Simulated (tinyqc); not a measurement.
n-type polysilicon, carrier trapping at grain boundaries: two steps of the calculation.

One-dimensional grains of size Lg, uniform ionised doping N, monovalent traps Qt at each boundary at a depth Et below (for electrons) or above (for holes) the band edge there, abrupt depletion of width W on each side of a boundary, Boltzmann statistics. xi is the distance from the band edge at the grain centre to the Fermi level. Trapped charge Qt/(1 + exp((xi + VB - Et)/Vt)) = 2 N W, barrier VB = q N W^2/(2 eps0 eps_r).

Values chosen for this exercise; values of the order met in polycrystalline silicon:
- T = 350 K (temperature)
- eps_r = 11.7 (relative permittivity)
- NB = 3.53e19 cm^-3 (conduction-band density of states at T)
- Lg = 150 nm (grain size)
- Qt = 2.6e12 cm^-2 (trap density of a grain boundary)
- Et = 0.47 eV (depth of the trap level from the majority band edge at the boundary)
- ms = 0.25 m0 (mass for thermionic emission)
- fe = 0.25 (correction factor of the emission rate)
- mug = 49 cm^2/(V s) (mobility inside the grains)
- N = 4e16 cm^-3 (doping)

Constants: q = 1.602176634e-19 C, kB = 1.380649e-23 J/K, m0 = 9.1093837015e-31 kg, Vt = kB T/q, eps0 = 8.8541878128e-14 F/cm where lengths are in cm. Results are converted to the units shown.

Question 1. Depletion width, Fermi level and barrier. If the trap equation with xi = Vt ln(NB/N) has a root W < Lg/2, the grain is partly depleted; otherwise W = Lg/2 and the trap equation gives xi = Et - VB + Vt ln(Qt/(N Lg) - 1). N* = Qt/Lg.

Wanted: N*; W; xi; VB; share of traps filled.

Answer 1.

N* = 1.733e17 cm^-3
W = 75.00 nm
xi = 0.3323 V
VB = 0.1740 V
share of traps filled = 0.2308

N is 0.231 N*, and the grain is fully depleted; VB = 5.77 Vt.

Question 2. Resistivity and effective mobility. n0 = NB exp(-xi/Vt); mean density n0 (1 - 2 W/Lg) by charge balance in a partly depleted grain, and n0 (sqrt(pi)/2) erf(u)/u with u = sqrt(VB/Vt) in a fully depleted one; v = sqrt(kB T/(2 pi ms m0)); barrier resistivity Vt exp(VB/Vt)/(q fe n0 v Lg); grain resistivity (1 - 2 W/Lg)/(q n0 mug); effective mobility 1/(q mean density total resistivity).

W = 75 nm
xi = 0.33232101 V
VB = 0.17399162 V

Find: n0; mean density; v; barrier resistivity; grain resistivity; resistivity; effective mobility.

Answer 2.

n0 = 5.788e14 cm^-3
mean density = 2.134e14 cm^-3
v = 5.811e6 cm/s
barrier resistivity = 4778 ohm cm
grain resistivity = 0.000 ohm cm
resistivity = 4778 ohm cm
effective mobility = 6.121 cm^2/(V s)

The resistivity is 1500 times that of a single crystal with the same N and mobility mug, and the mean density is 0.534 % of N.

Numbers from tinyqc (`OMP_NUM_THREADS=1 python tinyqc.py 2830231 2830232 out.jsonl`; about 0.01 s on one thread of a shared Intel Xeon 2.30GHz).
